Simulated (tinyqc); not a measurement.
## Disorder and hopping from G and Sigma

Question. In a semi-elliptic band with self-consistent Born disorder, Sigma = D G and G = 1/(z - (t^2 + D) G), z = E + i eta. Find D and t.

Inputs (values chosen for the exercise): bare broadening eta = 0.014 eV; energy from the band centre E = -0.457 eV.

G = -0.10776540-0.67654817i 1/eV
Im Sigma = -0.10148223 eV

Answer. D = Im Sigma/Im G, and t^2 + D = (z - 1/G)/G.

D = 0.1500 eV^2
t = 1.400 eV

Program tinyqc, `OMP_NUM_THREADS=1 python tinyqc.py 2720104 2720105 out.jsonl`; Intel Xeon 2.30GHz, shared host, one thread, about 0.01 s.
